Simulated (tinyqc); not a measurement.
One-sided p+-n junction, ionisation integral and breakdown: two steps of the calculation.

A p+ layer at x < 0 and an n drift layer from x = 0. Depletion approximation, built-in voltage neglected. Local ionisation coefficients alpha_n = an exp(-(bn/E)^mx), alpha_p = ap exp(-(bp/E)^mx). Electrons move towards +x, holes towards x = 0.

Inputs (values chosen for the exercise); material values close to those of silicon:
```
symbol   value   unit                                           meaning
eps_r     11.8                                    relative permittivity
an      7.45e5   1/cm  prefactor of the electron ionisation coefficient
bn      1.27e6   V/cm                      field constant for electrons
ap      1.55e6   1/cm      prefactor of the hole ionisation coefficient
bp      2.01e6   V/cm                          field constant for holes
mx           1                                                 exponent
N       3.8e15  cm^-3                  donor density of the drift layer
V         90.7      V                                   reverse voltage
fr         0.6         share of the depleted width that the grid covers
```

Constants: q = 1.602176634e-19 C, eps0 = 8.8541878128e-14 F/cm where lengths are in cm. Results are converted to the units shown.

Question 1. Field and ionisation coefficients on a grid. W = sqrt(2 eps0 eps_r V/(q N)), peak field E0 = q N W/(eps0 eps_r), falling linearly to 0 at W. Grid: 14 equal steps from 0 to fr W.

Give: W; x; E; alpha_n; alpha_p.

Answer 1.

W = 5.579 um

```
point  x (um)  E (kV/cm)  alpha_n (1/cm)  alpha_p (1/cm)
0       0.000      325.1         1.499e4            3202
1       0.239      311.2         1.258e4            2428
2       0.478      297.3         1.039e4            1794
3       0.717      283.3            8422            1286
4       0.956      269.4            6679           891.1
5       1.196      255.5            5165           593.2
6       1.435      241.5            3877           376.7
7       1.674      227.6            2810           226.3
8       1.913      213.7            1953           127.2
9       2.152      199.7            1290           66.00
10      2.391      185.8           800.6           31.03
11      2.630      171.9           459.9           12.91
12      2.869      157.9           239.6           4.598
13      3.109      144.0           110.0           1.342
14      3.348      130.0           42.76          0.3006
```

Question 2. Ionisation integrals by the trapezoid rule. G(x) = integral from 0 to x of (alpha_n - alpha_p); I_n = integral of alpha_n exp(-G) (electrons injected at x = 0), I_p = integral of alpha_p exp(G(end) - G) (holes injected at the far edge); M = 1/(1 - I). All integrals by the trapezoid rule on the grid.

```
point     x (um)  alpha_n (1/cm)  alpha_p (1/cm)
0      0.0000000       14987.154       3201.9859
1      0.2391169       12582.278       2427.7249
2      0.4782338       10391.499       1793.5310
3      0.7173506       8422.1925       1286.1299
4      0.9564675       6679.3188       891.08745
5      1.1955844       5164.8117       593.15831
6      1.4347013       3876.9565       376.72697
7      1.6738181       2809.7953       226.33032
8      1.9129350       1952.6371       127.23179
9      2.1520519       1289.7765       66.000051
10     2.3911688       800.55529       31.026673
11     2.6302856       459.91827       12.905295
12     2.8694025       239.60266       4.5980229
13     3.1085194       110.02511       1.3416108
14     3.3476363       42.762540      0.30064294
```

Find: G; alpha_n exp(-G); I_n; I_p; M_n; M_p.

Answer 2.

```
point       G  alpha_n exp(-G) (1e4 1/cm)
0      0.0000                      1.4987
1      0.2623                      0.9679
2      0.4865                      0.6388
3      0.6746                      0.4290
4      0.8291                      0.2915
5      0.9530                      0.1991
6      1.0495                      0.1357
7      1.1222                      0.0915
8      1.1750                      0.0603
9      1.2114                      0.0384
10     1.2352                      0.0233
11     1.2498                      0.0132
12     1.2579                      0.0068
13     1.2621                      0.0031
14     1.2639                      0.0012
```

I_n = 0.87245
I_p = 0.51815
M_n = 7.8403
M_p = 2.0753

Program tinyqc, `OMP_NUM_THREADS=1 python tinyqc.py 2120031 2120032 out.jsonl`; Intel Xeon 2.30GHz, shared host, one thread, about 0.04 s.
